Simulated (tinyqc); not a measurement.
# Single-electron transistor, orthodox theory and master equation, step by step

Computed by the program tinyqc: `OMP_NUM_THREADS=1 python tinyqc.py 2780034 2780035 out.jsonl`, one thread of a shared Intel Xeon 2.30GHz, about 0.01 s for the whole run. Printed values are rounded.

A metal island with n extra electrons joins the left lead (voltage V) and the right lead (0 V) by tunnel junctions and couples to a gate. Cs = CL + CR + Cg. Adding electron n + 1 costs mu(n) = [q (n + 1/2) - CL V - Cg Vg]/Cs (in volts); the Fermi levels are -V (left) and 0 (right). A jump that gains the energy W has the rate G(W) = (W/q)/(R [1 - exp(-W/Vt)]), W in volts, Vt = kB T/q. Sequential tunnelling only; I > 0 flows from left to right.

Inputs (values chosen for the exercise):

| symbol | value | unit | meaning |
|---|---|---|---|
| CL | 11 | aF | capacitance of the left junction |
| CR | 16 | aF | capacitance of the right junction |
| Cg | 2.9 | aF | gate capacitance |
| RL | 1400 | kohm | resistance of the left junction |
| RR | 1400 | kohm | resistance of the right junction |
| T | 2.7 | K | temperature |
| V | 6.8 | mV | bias of the left lead |
| Vg | 33 | mV | gate voltage |
| n0 | -1 |  | lowest charge state kept |
| n1 | 2 |  | highest charge state kept |

Constants: q = 1.602176634e-19 C, kB = 1.380649e-23 J/K, Vt = kB T/q. Results are converted to the units shown.

Range of the model: Cotunnelling, which dominates deep in the blockade, is left out.

## Charging energy and addition levels

q/Cs, the gate period q/Cg, and mu(n) for the transitions kept.

q/Cs = 5.358450 mV
q/Cg = 55.24747 mV
kB T/(q^2/Cs) = 0.04342076
mu(n), n to n + 1, n -1 to 1 (mV): [-8.381566, -3.023116, 2.335334]

## Tunnelling rates

Onto the island: from the left W = -V - mu(n), from the right W = -mu(n); off the island (n + 1 to n): to the left W = mu(n) + V, to the right W = mu(n).

| n to n + 1, n | on from left (1/ns) | on from right (1/ns) | off to left (1/ns) | off to right (1/ns) |
|---|---|---|---|---|
| -1 | 7.058853 | 37.36687 | 0.007881466 | 8.464181e-15 |
| 0 | 1.501143e-6 | 13.47775 | 16.83818 | 3.067015e-5 |
| 1 | 3.614203e-16 | 4.554396e-4 | 40.72734 | 10.41189 |

## Probabilities and current

Steady state: p(n + 1)/p(n) = (sum of on rates)/(sum of off rates), normalised. I = q sum_n [p(n + 1) (off to left) - p(n) (on from left)].

p(n), n -1 to 2: [9.852640e-5, 0.5553671, 0.4445304, 3.958933e-6]
I = 1.199858 nA
mean n = 0.4444398

Two plain resistors in series would pass 2.43 nA; this is 49.4 % of that. 2 charge states hold more than 1 % each.
